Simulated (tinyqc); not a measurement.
Worked calculation: Hueckel theory of the pi electrons with the omega technique, for the molecule C=Cc1ccccc1 (SMILES; centres numbered as the heavy atoms are written). Computed by tinyqc, a small Python program that keeps every step. Settings: charge = 0, omega = 1.4, damping = 0.5. Command: `OMP_NUM_THREADS=1 python tinyqc.py 22603 22604 out.jsonl` (the two numbers bound the seeds that draw the settings). One thread of a shared host (Intel(R) Xeon(R) Processor @ 2.60GHz), about 0.02 s of CPU time with the checks.

## The Hueckel matrix

Centres:
```
centre  z_r, pi electrons of the neutral centre       h
1C                                            1  0.0000
2C                                            1  0.0000
3C                                            1  0.0000
4C                                            1  0.0000
5C                                            1  0.0000
6C                                            1  0.0000
7C                                            1  0.0000
8C                                            1  0.0000
```

Bonds:
```
i  j  k
1  2  1
2  3  1
3  4  1
4  5  1
5  6  1
6  7  1
7  8  1
8  3  1
```

H_rr = alpha + h_r beta, H_rs = k_rs beta for bonded centres.

Hueckel matrix in units of beta (H = alpha + beta A), order 1C, 2C, 3C, 4C, 5C, 6C, 7C, 8C:
$$\begin{pmatrix}
0.0000 & 1.0000 & 0.0000 & 0.0000 & 0.0000 & 0.0000 & 0.0000 & 0.0000 \\
1.0000 & 0.0000 & 1.0000 & 0.0000 & 0.0000 & 0.0000 & 0.0000 & 0.0000 \\
0.0000 & 1.0000 & 0.0000 & 1.0000 & 0.0000 & 0.0000 & 0.0000 & 1.0000 \\
0.0000 & 0.0000 & 1.0000 & 0.0000 & 1.0000 & 0.0000 & 0.0000 & 0.0000 \\
0.0000 & 0.0000 & 0.0000 & 1.0000 & 0.0000 & 1.0000 & 0.0000 & 0.0000 \\
0.0000 & 0.0000 & 0.0000 & 0.0000 & 1.0000 & 0.0000 & 1.0000 & 0.0000 \\
0.0000 & 0.0000 & 0.0000 & 0.0000 & 0.0000 & 1.0000 & 0.0000 & 1.0000 \\
0.0000 & 0.0000 & 1.0000 & 0.0000 & 0.0000 & 0.0000 & 1.0000 & 0.0000
\end{pmatrix}$$

## Orbitals, round 1

pi electrons, sum of z_r less the charge = 8

Diagonalise; E = alpha + x beta with beta < 0, so the largest x are filled first; degenerate levels share their electrons. P = sum n_i c_ri c_si; each orbital has its largest coefficient positive (the first on a tie).

x values: [2.1358, 1.4142, 1.0000, 0.6622, -0.6622, -1.0000, -1.4142, -2.1358]

occupations: [2.0000, 2.0000, 2.0000, 2.0000, 0.0000, 0.0000, 0.0000, 0.0000]

coefficients, order 1C, 2C, 3C, 4C, 5C, 6C, 7C, 8C:
$$\begin{pmatrix}
0.1441 & 0.3536 & 0.0000 & 0.5952 & 0.5952 & 0.0000 & -0.3536 & 0.1441 \\
0.3077 & 0.5000 & 0.0000 & 0.3941 & -0.3941 & 0.0000 & 0.5000 & -0.3077 \\
0.5131 & 0.3536 & 0.0000 & -0.3342 & -0.3342 & 0.0000 & -0.3536 & 0.5131 \\
0.3941 & 0.0000 & 0.5000 & -0.3077 & 0.3077 & 0.5000 & 0.0000 & -0.3941 \\
0.3286 & -0.3536 & 0.5000 & 0.1305 & 0.1305 & -0.5000 & 0.3536 & 0.3286 \\
0.3077 & -0.5000 & 0.0000 & 0.3941 & -0.3941 & 0.0000 & -0.5000 & -0.3077 \\
0.3286 & -0.3536 & -0.5000 & 0.1305 & 0.1305 & 0.5000 & 0.3536 & 0.3286 \\
0.3941 & 0.0000 & -0.5000 & -0.3077 & 0.3077 & -0.5000 & 0.0000 & -0.3941
\end{pmatrix}$$

charge and bond-order matrix P, order 1C, 2C, 3C, 4C, 5C, 6C, 7C, 8C:
$$\begin{pmatrix}
1.0000 & 0.9113 & 0.0000 & -0.2527 & 0.0000 & 0.2042 & 0.0000 & -0.2527 \\
0.9113 & 1.0000 & 0.4059 & 0.0000 & -0.0485 & 0.0000 & -0.0485 & 0.0000 \\
0.0000 & 0.4059 & 1.0000 & 0.6101 & 0.0000 & -0.3012 & 0.0000 & 0.6101 \\
-0.2527 & 0.0000 & 0.6101 & 1.0000 & 0.6787 & 0.0000 & -0.3213 & 0.0000 \\
0.0000 & -0.0485 & 0.0000 & 0.6787 & 1.0000 & 0.6586 & 0.0000 & -0.3213 \\
0.2042 & 0.0000 & -0.3012 & 0.0000 & 0.6586 & 1.0000 & 0.6586 & 0.0000 \\
0.0000 & -0.0485 & 0.0000 & -0.3213 & 0.0000 & 0.6586 & 1.0000 & 0.6787 \\
-0.2527 & 0.0000 & 0.6101 & 0.0000 & -0.3213 & 0.0000 & 0.6787 & 1.0000
\end{pmatrix}$$

## Omega technique, round 1

h_r = h_r(0) + omega q_r, omega = 1.4, with q_r = z_r - P_rr; 0.5 of the old diagonal is kept.

matrix after round 1, order 1C, 2C, 3C, 4C, 5C, 6C, 7C, 8C:
$$\begin{pmatrix}
0.0000 & 1.0000 & 0.0000 & 0.0000 & 0.0000 & 0.0000 & 0.0000 & 0.0000 \\
1.0000 & 0.0000 & 1.0000 & 0.0000 & 0.0000 & 0.0000 & 0.0000 & 0.0000 \\
0.0000 & 1.0000 & 0.0000 & 1.0000 & 0.0000 & 0.0000 & 0.0000 & 1.0000 \\
0.0000 & 0.0000 & 1.0000 & 0.0000 & 1.0000 & 0.0000 & 0.0000 & 0.0000 \\
0.0000 & 0.0000 & 0.0000 & 1.0000 & 0.0000 & 1.0000 & 0.0000 & 0.0000 \\
0.0000 & 0.0000 & 0.0000 & 0.0000 & 1.0000 & 0.0000 & 1.0000 & 0.0000 \\
0.0000 & 0.0000 & 0.0000 & 0.0000 & 0.0000 & 1.0000 & 0.0000 & 1.0000 \\
0.0000 & 0.0000 & 1.0000 & 0.0000 & 0.0000 & 0.0000 & 1.0000 & 0.0000
\end{pmatrix}$$

## Convergence

Each round sets h_r = h_r(0) + omega (z_r - P_rr), keeping the share named as damping of the old diagonal; repeat until output and input diagonals agree to 1e-6.

Rounds:
```
round  sum n x  largest |h(out) - h(in)|
1      10.4243                  6.22e-16
```

Converged in 1 rounds.

## Energy, charges, bond orders

E = sum n x; q_r = z_r - P_rr; bond order p = P_rs; free valence = sqrt(3) - sum of p over the bonds of the atom.

pi energy = 8 alpha + this times beta = 10.4243

pi charges: 1C 0.0000, 2C 0.0000, 3C 0.0000, 4C 0.0000, 5C 0.0000, 6C 0.0000, 7C 0.0000, 8C 0.0000

Bond orders and lengths from R = 1.517 - 0.180 p (angstrom, C-C alone):
```
bond       p       R
1-2   0.9113  1.3530
2-3   0.4059  1.4439
3-4   0.6101  1.4072
4-5   0.6787  1.3948
5-6   0.6586  1.3984
6-7   0.6586  1.3984
7-8   0.6787  1.3948
8-3   0.6101  1.4072
```

free valence of the carbons: 1C 0.8207, 2C 0.4148, 3C 0.1059, 4C 0.4432, 5C 0.3947, 6C 0.4148, 7C 0.3947, 8C 0.4432

gap between the highest filled and the next level = 1.3243 |beta|
